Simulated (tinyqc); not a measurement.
Field from the level spacing.

Question. In a triangular well E_k = a_k (C F^2/mz1)^(1/3), a_1 = 2.338107, a_2 = 4.087949, C = hbar^2/(2 m0), F in eV/nm (1 MV/cm = 0.1 eV/nm). Find F, E_1, the mean distance 2 E_1/(3 F) of the lowest level and the sheet charge eps0 eps_r F/q behind such a field.

Values chosen for this exercise:
```
symbol  value  unit                                     meaning
eps_r    11.6                             relative permittivity
mz1     0.261    m0  mass along z of valley set A (6 valley(s))
```

Constants: q = 1.602176634e-19 C, hbar = 1.054571817e-34 J s, m0 = 9.1093837015e-31 kg, eps0 = 8.8541878128e-14 F/cm where lengths are in cm, hbar^2/(2 m0) = 0.0380998212 eV nm^2. Results are converted to the units shown.

spacing of the two lowest levels = 88.955709 meV

Answer. The spacing over a_2 - a_1 is the energy scale (C F^2/mz1)^(1/3), which gives F.

F = 0.3000 MV/cm
E_1 = 118.9 meV
mean distance = 2.641 nm
sheet charge over q = 1.923e12 cm^-2

tinyqc, about 0.5 s, one thread, Intel Xeon 2.30GHz (shared host): `OMP_NUM_THREADS=1 python tinyqc.py 2160024 2160025 out.jsonl`
